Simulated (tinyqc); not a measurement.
Approach to the steady line: permeation of metal atoms or ions through a thin barrier or dielectric: time lag, field-aided drift and lifetime. Computed by tinyqc, a small Python program. Command: `OMP_NUM_THREADS=1 python tinyqc.py 3004233 3004234 out.jsonl barrier walk`. One thread of a shared host (Intel(R) Xeon(R) Processor @ 2.30GHz), about 0.01 s of CPU time with the checks.

The film 0 < x < d is empty at first; C = C0 at x = 0 and C = 0 at x = d. dC/dt = D d2C/dx2 - v dC/dx with drift v = D z e V/(k_B T d) (uniform field, no space charge).

Inputs (values chosen for the exercise, for a model case: singly charged ions through a dielectric):
```
quantity                                   value    unit
thickness d                                   14      nm
prefactor D0                             2.9e-05  cm^2/s
activation energy E                         0.87      eV
concentration at the source side C0      9.6e+14  1/cm^3
charge number z                                1       -
voltage V (positive drives ions across)    -0.46       V
test temperature T                           100       C
```

Constants: k_B = 8.617333262e-05 eV/K.

Method:
- D = D0 exp(-E/(k_B T)); time scale d^2/D; Peclet number P = z V/(k_B T), k_B T in eV; 1 nm = 1e-7 cm.
- Temperatures in kelvin are T(C) + 273.15.
- Steady flux J = (D C0/d) P/(1 - exp(-P)); time lag in units of d^2/D: s_L = [P (1 + exp(-P))/(1 - exp(-P)) - 2]/P^2 (P = 0: J = D C0/d, s_L = 1/6).
- Dose through the film Q(s) = C0 d {f (s - s_L) - 2 exp(P/2) sum_(n=1..200) (-1)^n n^2 pi^2 exp(-l_n s)/l_n^2}, l_n = n^2 pi^2 + P^2/4, f = P/(1 - exp(-P)) the relative flux.
- Short-time form for P = 0: Q/(C0 d) = 4 sqrt(s) ierfc(1/(2 sqrt(s))), ierfc(y) = exp(-y^2)/sqrt(pi) - y erfc(y).

Peclet number P = -14.3054

flux relative to D C0/d = 8.76444e-06

time lag s_L = 0.0601305

Q/(C0 d):
```
s         series  steady line f (s - s_L)  series without field  short-time form, no field
0.03  1.0800e-09              -2.6408e-07            4.8419e-06                 4.8419e-06
0.05  3.2728e-08              -8.8788e-08            2.6934e-04                 2.6934e-04
0.08  2.0034e-07               1.7414e-07            3.2066e-03                 3.2066e-03
0.12  5.2732e-07               5.2472e-07            1.4887e-02                 1.4887e-02
0.20  1.2259e-06               1.2259e-06            6.1464e-02                 6.1463e-02
0.30  2.1023e-06               2.1023e-06            1.4382e-01                 1.4379e-01
0.50  3.8552e-06               3.8552e-06            3.3479e-01                 3.3326e-01
0.80  6.4845e-06               6.4845e-06            6.3341e-01                 6.1838e-01
1.20  9.9903e-06               9.9903e-06            1.0333e+00                 9.7002e-01
```

The dose lies above the steady line at all times and, among these rows, is within 1 % of it from s = 0.12 on (the lag is s_L = 0.060); for a known P the intercept of that line gives D and its slope D C0. The field changes the dose by a factor 2.23e-4 in the first row and 9.67e-6 in the last; at short times the factor tends to exp(P/2) = 7.83e-4.
